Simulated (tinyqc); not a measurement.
# Ellipsometry and reflectance of a transparent film on an absorbing substrate: what changes with what

Air (index 1), film, substrate with N2 = n2 - i k2; time factor exp(+i w t). q_j = sqrt(N_j^2 - sin^2 th), root with positive real part. Fresnel coefficients r_s = (q_a - q_b)/(q_a + q_b), r_p = (N_b^2 q_a - N_a^2 q_b)/(N_b^2 q_a + N_a^2 q_b). tan(Psi) exp(i Delta) = R_p/R_s, Delta taken from 0 to 360 degrees.

Values chosen for this exercise; indices close to those of silicon dioxide on silicon:

| symbol | value | unit | meaning |
|---|---|---|---|
| lam | 632.8 | nm | wavelength |
| th | 70 | degrees | angle of incidence |
| n1 | 1.471 |  | index of the transparent film |
| d | 6.5 | nm | film thickness |
| n2 | 3.882 |  | index of the substrate |
| k2 | 0.019 |  | extinction coefficient of the substrate |

Each table varies one quantity; the others keep the values above.

## Psi and Delta against the film thickness

beta = 2 pi d q1/lam, X = exp(-2 i beta), R = (r01 + r12 X)/(1 + r01 r12 X) for p and s. The last column is the derivative of Delta.

Result of one run:
```
d (nm)  Psi (degrees)  Delta (degrees)  |R_p|^2  |R_s|^2  dDelta/dd (degrees/nm)
31              17.01            113.4  0.06246   0.6676                  -1.265
```

What becomes of these results when the film thickness d is changed from 31 to 124 nm, all else the same?

Result of the changed run:
```
d (nm)  Psi (degrees)  Delta (degrees)  |R_p|^2  |R_s|^2  dDelta/dd (degrees/nm)
124             63.81            84.04   0.2687  0.06500                  0.4009
```

The whole series:
```
d (nm)  Psi (degrees)  Delta (degrees)  |R_p|^2  |R_s|^2  dDelta/dd (degrees/nm)
0               10.57            179.2  0.02420   0.6947                  -2.903
31              17.01            113.4  0.06246   0.6676                  -1.265
62              26.83            87.60   0.1462   0.5717                 -0.5161
93              38.20            78.73   0.2248   0.3630                -0.06084
124             63.81            84.04   0.2687  0.06500                  0.4009
156             62.81            276.1   0.2680  0.07075                  0.3896
187             37.83            281.1   0.2229   0.3696                -0.07254
218             26.55            271.8   0.1436   0.5751                 -0.5300
249             16.72            245.3  0.06037   0.6689                  -1.302
280             10.58            178.0  0.02422   0.6947                  -2.902
```

Psi goes from 10.6 through a maximum of 63.8 (at d = 124 nm among the rows listed) to 10.6 degrees. The period is 279.6 nm, after which Psi and Delta return to the values of the bare substrate, so one angle and wavelength fix d only up to a multiple of it. The size of the slope of Delta runs from 0.0608 to 2.90 degrees/nm among the rows; Delta is counted modulo 360 degrees, and sharper features can lie between the rows.

## Effect of the angle of incidence

Same model as above.

dDelta/dd is the derivative of Delta; period lam/(2 q1).

Results:
```
th (degrees)  Psi (degrees)  Delta (degrees)   |R_p|^2  |R_s|^2  dDelta/dd (degrees/nm)  period (nm)
50                    31.52            176.2    0.1896   0.5039                 -0.5650        252.0
55                    27.89            174.9    0.1519   0.5422                 -0.7575        259.0
60                    23.44            172.9    0.1102   0.5862                  -1.045        266.1
65                    17.91            169.4   0.06645   0.6365                  -1.546        273.1
70                    10.98            160.8   0.02613   0.6936                  -2.711        279.6
75                    3.905            104.3  0.003532   0.7580                  -3.006        285.2
85                    27.09            5.518    0.2383   0.9109                  0.7804        292.3
```

Estimate the missing row, th = 80 degrees.

Computed row:
```
th (degrees)  Psi (degrees)  Delta (degrees)  |R_p|^2  |R_s|^2  dDelta/dd (degrees/nm)  period (nm)
80                    11.90            17.57  0.03684   0.8303                   2.291        289.6
```

With this row back in the table: Psi goes from 31.5 through a minimum of 3.91 (at th = 75 among the rows listed) to 27.1 degrees and |R_p|^2 goes from 0.190 through a minimum of 0.00353 (at th = 75 among the rows listed) to 0.238. The slope of Delta is largest in size, 3.01 degrees/nm, at th = 75 among the rows. The bare substrate has its smallest |R_p| near arctan(n2) = 75.6 degrees.

Numbers from tinyqc (`OMP_NUM_THREADS=1 python tinyqc.py 2870192 2870193 out.jsonl`; about 0.01 s on one thread of a shared Intel Xeon 2.30GHz).
